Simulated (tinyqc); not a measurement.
MOSFET in the linear regime without short-channel effects, parameter extraction from computed curves: two steps of the calculation.

Inversion charge Q = Cox n Vt W0(exp((Vg - VT)/(n Vt))), W0 the Lambert function and n = nf; u = Q/Cox; mobility mu = mu0/(1 + th1 u + th2 u^2); channel resistance Rch = (L - dL)/(W mu Q); Id = Vd/(Rch + Rsd/W). Cox = eps0 eox/tox. Small Vd, no channel-length or drain effects.

Values chosen for this exercise; channel values of the order met in silicon transistors: temperature T = 77 K; relative permittivity of the gate insulator (close to hafnium oxide) eox = 21.8; insulator thickness tox = 9 nm; low-field mobility mu0 = 340 cm^2/(V s); first mobility attenuation factor th1 = 0.48 1/V; second mobility attenuation factor th2 = 0 1/V^2; threshold voltage VT = 0.29 V; body factor nf = 1.39; gate width W = 10 um; drawn gate length L = 0.24 um; drawn less effective length dL = 0.013 um; source plus drain resistance Rsd = 150 ohm um; drain voltage Vd = 0.025 V.

Constants: q = 1.602176634e-19 C, kB = 1.380649e-23 J/K, Vt = kB T/q, eps0 = 8.8541878128e-14 F/cm where lengths are in cm. Results are converted to the units shown.

Task 1. Transfer curve. u, mu, Rch and Id as defined.

Vg, point 0 to 9 (V): 0.09  0.19  0.29  0.39  0.49  0.59  0.69  0.79  0.89  0.99

Give: u; mu; Rch; Id.

Result 1.

```
point       u (V)  mu (cm^2/(V s))  Rch (ohm)    Id (uA)
0      3.5267e-12           340.00  8.8270e12  2.8322e-9
1       1.8035e-7           340.00   1.7261e8  1.4483e-4
2       0.0052308           339.15     5966.3     4.1797
3        0.080067           327.42     403.74     59.702
4         0.17296           313.94     194.92     119.09
5         0.26889           301.13     130.71     171.57
6         0.36605           289.19     99.987     217.42
7         0.46386           278.08     82.053     257.59
8         0.56209           267.76     70.325     293.00
9         0.66060           258.14     62.067     324.39
```

Task 2. The Y function. Y_i = Id_i/sqrt(gm_i). For Id = beta Vd x/(1 + th x), x = Vg - VT, Y = sqrt(beta Vd) x whatever th. Slope s from points 5 and 8; VT_Y = Vg - Y/s at point 8; beta = s^2/Vd; mobility beta L/(W Cox) with the drawn L; th* = (beta Vd x/Id - 1)/x at point 8.

```
point  Vg (V)       Id (uA)
0        0.09  2.8322297e-9
1        0.19  1.4483475e-4
2        0.29     4.1797223
3        0.39     59.702259
4        0.49     119.09030
5        0.59     171.56844
6        0.69     217.41627
7        0.79     257.59009
8        0.89     292.99570
9        0.99     324.39443
```

gm, point 1 to 8 (uS): 20.898611  298.51057  574.55289  559.33090  491.62983  430.10825  377.89714  334.02170

Wanted: Y; s; VT_Y; beta; mobility from Y; th*.

Result 2.

Y, point 1 to 8 (uA^0.5 V^0.5): 3.1682e-5  0.24192  2.4907  5.0355  7.7378  10.483  13.251  16.031
s = 27.646 uA^0.5 V^-0.5
VT_Y = 0.31011 V
beta = 30571 uA/V^2
mobility from Y = 342.11 cm^2/(V s)
th* = 0.88404 1/V

The mobility from Y is 4.8 % below mu0 L/(L - dL) = 359 cm^2/(V s), which it should reach in deep inversion when th2 = 0.

tinyqc, about 0.01 s, one thread, Intel Xeon 2.30GHz (shared host): `OMP_NUM_THREADS=1 python tinyqc.py 2210030 2210031 out.jsonl`
